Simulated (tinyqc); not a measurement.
Inside a calculation. Method: CCD on RHF in the sto-3g basis, for H2, spin multiplicity 1. One step of it, computed by the program tinyqc.

Question. Iteration 2 (converged): orbitals. Diagonalise F' = X^T F X, C = X C', fill 1 alpha and 1 beta electrons from the bottom; D = 2 C_occ C_occ^T. Each column has its largest component positive (the first on a tie).

converged F (hartree):
```
           1H 1s      2H 1s
1H 1s  -0.211609  -0.432402
2H 1s  -0.432402  -0.211609
```

X:
```
               1         2
1H 1s   0.937752  0.591020
2H 1s  -0.937752  0.591020
```

Give: F' = X^T F X; orbital energies; coefficients C; D after iteration 2.

Answer.

F' = X^T F X (hartree):
```
        1        2
1  0.3883   0.0000
2  0.0000  -0.4499
```

orbital energies (hartree): MO1 -0.4499, MO2 0.3883

coefficients C:
```
          MO1      MO2
1H 1s  0.5910   0.9378
2H 1s  0.5910  -0.9378
```

D after iteration 2:
```
        1H 1s   2H 1s
1H 1s  0.6986  0.6986
2H 1s  0.6986  0.6986
```
